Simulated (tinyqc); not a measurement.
Worked calculation: LDA (VWN5) atom on a uniform radial grid, spin-unpolarised, for Be(2+). Computed by tinyqc, a small Python program that keeps every step. Settings: Z = 4, points = 64, R = 4.4, functional = lda,vwn, mixing = 0.6, iteration cap = 68. Command: `OMP_NUM_THREADS=1 python tinyqc.py 27519 27520 out.jsonl` (the two numbers bound the seeds that draw the settings). One thread of a shared host (Intel(R) Xeon(R) Processor @ 2.60GHz), about 0.01 s of CPU time with the checks. Later iterations appear only in the table of the cycle.

## Iteration 1

Spherical atom on a uniform radial grid r_j = j h with h = R/(N + 1), h sum u^2 = 1 and integrals as h times sums, u(0) = u(R) = 0 (atomic units):
```
parameter           value
Z                       4
points N               64
R                4.400000
h                0.067692
mixing           0.600000
electrons in 1s         2
```

Three-point differences turn -u''/2 + [l(l+1)/2r^2 - Z/r + V] u = e u into a tridiagonal matrix (diagonal 1/h^2 + potential, off-diagonal -1/2h^2). D = sum f u^2; the Hartree potential y/r solves y'' = -D/r with y(0) = 0, y(R) = N_e; v_xc comes from rho = D/(4 pi r^2); E = sum f e - int D V + int D (V_H/2 + eps_xc); V(new) = V + mixing (V_H + v_xc - V).

eigenvalues (hartree): 1s -7.8585

Every 4th grid point:
```
r         V in     u(1s)         D     V_H       v_xc
0.2708  0.0000    1.4596    4.2608  5.6097    -1.7342
0.5415  0.0000    1.0010    2.0042  3.5353    -0.8785
0.8123  0.0000    0.5149    0.5303  2.4456    -0.4511
1.0831  0.0000    0.2354    0.1109  1.8448    -0.2349
1.3538  0.0000    0.1009    0.0204  1.4771    -0.1236
1.6246  0.0000    0.0415    0.0034  1.2310    -0.0652
1.8954  0.0000    0.0166    0.0006  1.0552    -0.0343
2.1662  0.0000    0.0065  8.48e-05  0.9233    -0.0178
2.4369  0.0000    0.0025  1.26e-05  0.8207    -0.0092
2.7077  0.0000    0.0010  1.83e-06  0.7386    -0.0047
2.9785  0.0000  3.61e-04  2.61e-07  0.6715    -0.0023
3.2492  0.0000  1.35e-04  3.65e-08  0.6155    -0.0012
3.5200  0.0000  5.01e-05  5.02e-09  0.5682    -0.0006
3.7908  0.0000  1.83e-05  6.72e-10  0.5276  -2.84e-04
4.0615  0.0000  6.25e-06  7.82e-11  0.4924  -1.34e-04
4.3323  0.0000  9.84e-07         0  0.4616  -3.76e-05
```

total energy = -13.027686 hartree

## Iteration 2

As before.

eigenvalues (hartree): 1s -5.8093

Every 4th grid point:
```
r         V in     u(1s)         D     V_H       v_xc
0.2708  2.3253    1.4051    3.9487  5.3931    -1.6925
0.5415  1.5941    1.0339    2.1378  3.4828    -0.8965
0.8123  1.1967    0.5833    0.6804  2.4351    -0.4872
1.0831  0.9659    0.2959    0.1751  1.8429    -0.2697
1.3538  0.8121    0.1418    0.0402  1.4767    -0.1514
1.6246  0.6995    0.0656    0.0086  1.2310    -0.0857
1.8954  0.6125    0.0296    0.0018  1.0552    -0.0486
2.1662  0.5433    0.0131  3.45e-04  0.9233    -0.0274
2.4369  0.4869    0.0058  6.62e-05  0.8207    -0.0154
2.7077  0.4404    0.0025  1.25e-05  0.7386    -0.0085
2.9785  0.4015    0.0011  2.30e-06  0.6715    -0.0047
3.2492  0.3686  4.58e-04  4.20e-07  0.6155    -0.0026
3.5200  0.3406  1.94e-04  7.53e-08  0.5682    -0.0014
3.7908  0.3164  8.07e-05  1.30e-08  0.5276    -0.0008
4.0615  0.2954  3.07e-05  1.89e-09  0.4924  -3.82e-04
4.3323  0.2770  5.12e-06  5.25e-11  0.4616  -1.12e-04
```

total energy = -13.160204 hartree

## Convergence

Stop when input and output potentials agree to 1e-7.

Course of the cycle (hartree):
```
iteration           E    e(1s)  largest |V(out) - V(in)|
1          -13.027686  -7.8585                  4.81e+00
2          -13.160204  -5.8093                  1.59e+00
3          -13.176557  -5.0921                  5.21e-01
4          -13.178283  -4.8388                  1.75e-01
5          -13.178456  -4.7481                  6.17e-02
6          -13.178473  -4.7151                  2.25e-02
7          -13.178475  -4.7029                  8.47e-03
8          -13.178475  -4.6984                  3.22e-03
9          -13.178476  -4.6966                  1.24e-03
10         -13.178476  -4.6960                  4.84e-04
11         -13.178476  -4.6957                  1.89e-04
12         -13.178476  -4.6956                  7.41e-05
13         -13.178476  -4.6956                  2.91e-05
14         -13.178476  -4.6956                  1.15e-05
15         -13.178476  -4.6956                  4.53e-06
16         -13.178476  -4.6956                  1.79e-06
17         -13.178476  -4.6956                  7.09e-07
18         -13.178476  -4.6956                  2.81e-07
19         -13.178476  -4.6956                  1.11e-07
20         -13.178476  -4.6956                  4.42e-08
```

Converged in 20 iterations. A uniform grid resolves the cusp poorly: for a bare nucleus this grid gives 1s at -7.85851 against -Z^2/2 = -8 hartree. Before convergence this energy mixes input and output and is not variational, so it may rise towards its limit.
